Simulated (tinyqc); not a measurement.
Worked calculation: geometry relaxation of a small cluster. Computed by tinyqc, a small Python program that keeps every step. Command: `OMP_NUM_THREADS=1 python tinyqc.py 3027674 3027675 out.jsonl relax walk`. One thread of a shared host (Intel(R) Xeon(R) Processor @ 2.30GHz), about 0.01 s of CPU time with the checks. Intermediate numbers are printed to about 6 digits and carried at full precision; extremes and crossings named in words are read from the listed rows.

E = sum_i {sum_j A exp(-p (r_ij/r0 - 1)) - xi sqrt(rho_i)}, rho_i = sum_j exp(-2 q (r_ij/r0 - 1)); the force on i is -sum_j w_ij (R_i - R_j)/r_ij with w_ij = -(2p/r0) A exp(-p (r_ij/r0 - 1)) + (xi q/r0) exp(-2 q (r_ij/r0 - 1)) (rho_i^(-1/2) + rho_j^(-1/2)).

Inputs (values chosen for the exercise, for model atoms): length r0 = 3.05 angstrom; repulsion A = 0.14 eV; hopping xi = 1.92 eV; decay p = 11.8; decay q = 2.98; step factor eta = 0.027 angstrom^2/eV; largest number of steps = 500.

Potential: Gupta. Method: steepest descent.

starting positions (angstrom), rows atom 1, atom 2, atom 3, columns x, y, z:
$$\begin{pmatrix}
0.05 & 0.31 & 0.09 \\
2.76 & -0.17 & 0.05 \\
1.66 & 2.56 & -0.14
\end{pmatrix}$$

## Energy and forces at the start

Evaluate E and the forces at the starting positions.

distances (angstrom): 1-2 2.75247, 1-3 2.77624, 2-3 2.94941

energy at the start = -8.09613 eV

forces (eV/angstrom), rows atom 1, atom 2, atom 3, columns x, y, z:
$$\begin{pmatrix}
0.56792 & 0.32117 & -0.04269 \\
-0.69304 & 1.02839 & -0.06344 \\
0.12511 & -1.34956 & 0.10614
\end{pmatrix}$$

## The first two steps

Steepest descent: R(new) = R + eta F. No atom moves more than 0.3 angstrom a step (the whole step is scaled). Stop when the largest force component is below 1e-5 eV/angstrom.

positions after step 1 (angstrom), rows atom 1, atom 2, atom 3, columns x, y, z:
$$\begin{pmatrix}
0.06533 & 0.31867 & 0.08885 \\
2.74129 & -0.14223 & 0.04829 \\
1.66338 & 2.52356 & -0.13713
\end{pmatrix}$$

energy after step 1 = -8.17454 eV

positions after step 2 (angstrom), rows atom 1, atom 2, atom 3, columns x, y, z:
$$\begin{pmatrix}
0.06275 & 0.31982 & 0.08883 \\
2.73624 & -0.12277 & 0.04685 \\
1.67100 & 2.50295 & -0.13568
\end{pmatrix}$$

energy after step 2 = -8.20292 eV

## All steps

The formulas are those given above.

Course of the relaxation:
```
step    E (eV)  largest force (eV/angstrom)  force calls
0     -8.09613                  1.34956e+00            1
1     -8.17454                  7.63372e-01            2
2     -8.20292                  5.29168e-01            3
3     -8.21913                  4.00065e-01            4
4     -8.22889                  2.97931e-01            5
5     -8.23444                  2.16431e-01            6
6     -8.23742                  1.54037e-01            7
7     -8.23897                  1.08097e-01            8
8     -8.23974                  7.51859e-02            9
...        ...                          ...          ...
24    -8.24048                  1.85178e-04           25
25    -8.24048                  1.27041e-04           26
26    -8.24048                  8.71564e-05           27
27    -8.24048                  5.97933e-05           28
28    -8.24048                  4.10209e-05           29
29    -8.24048                  2.81421e-05           30
30    -8.24048                  1.93067e-05           31
31    -8.24048                  1.32452e-05           32
32    -8.24048                  9.08678e-06           33
```

final positions (angstrom), rows atom 1, atom 2, atom 3, columns x, y, z:
$$\begin{pmatrix}
0.02544 & 0.30853 & 0.09084 \\
2.73898 & -0.07019 & 0.04249 \\
1.70558 & 2.46166 & -0.13333
\end{pmatrix}$$

final energy = -8.24048 eV

steps = 32

largest force at the end = 9.08678e-06 eV/angstrom

Converged in 32 steps.

## Curvatures at the end

Hessian at the final positions by central differences of the forces; six eigenvalues vanish (translations and rotations). Steepest descent is stable for eta below 2/lambda_max and contracts the softest mode by 1 - eta lambda_min a step.

non-zero eigenvalues (eV/angstrom^2): [11.6280, 11.6281, 31.1495]

condition number = 2.67883

largest stable eta = 0.0642065 angstrom^2/eV

contraction of the softest mode = 0.686043

All are positive, so the end point is a minimum.

## Four methods from the same start

Conjugate gradient (Polak-Ribiere): d = F + beta d(old), beta = max(0, F.(F - F(old))/|F(old)|^2), d = F at first; step length from one secant, s = eta (F.d)/(F.d - F(R + eta d).d), replaced by eta if that is not positive; R(new) = R + s d. BFGS: R(new) = R + B F with the inverse Hessian B = eta 1 at first; with s = R(new) - R, y = F - F(new), rho = 1/(y.s): B(new) = (1 - rho s y^T) B (1 - rho y s^T) + rho s s^T, skipped if y.s is not positive. FIRE with unit mass: if F.v > 0, v = (1 - a) v + a |v| F/|F|, and after more than 5 such steps in a row dt = min(1.1 dt, 5 dt0), a = 0.99 a; else v = 0, a = 0.1, and dt = dt/2 (not at the first step). Then v = v + dt F, R(new) = R + dt v. dt0 = sqrt(eta), a = 0.1 at first. In this comparison each method may take up to 1500 steps.

Cost:
```
method              steps  force calls  final E (eV)  calls to reach 1e-2
steepest descent       32           33      -8.24048                   15
conjugate gradient      7           15      -8.24048                   11
BFGS                   10           11      -8.24048                    7
FIRE                   88           89      -8.24048                   37
```

In force calls the order is BFGS (11), conjugate gradient (15), steepest descent (33), FIRE (89). All that converged end at the same energy. Near the minimum steepest descent multiplies the slowest mode by 0.686 in size a step, 6 steps a decade of force, at a condition number of 2.7. On this problem it beats FIRE in force calls.

Checks made by the program: forces against finite differences of E (relative difference 1e-09).
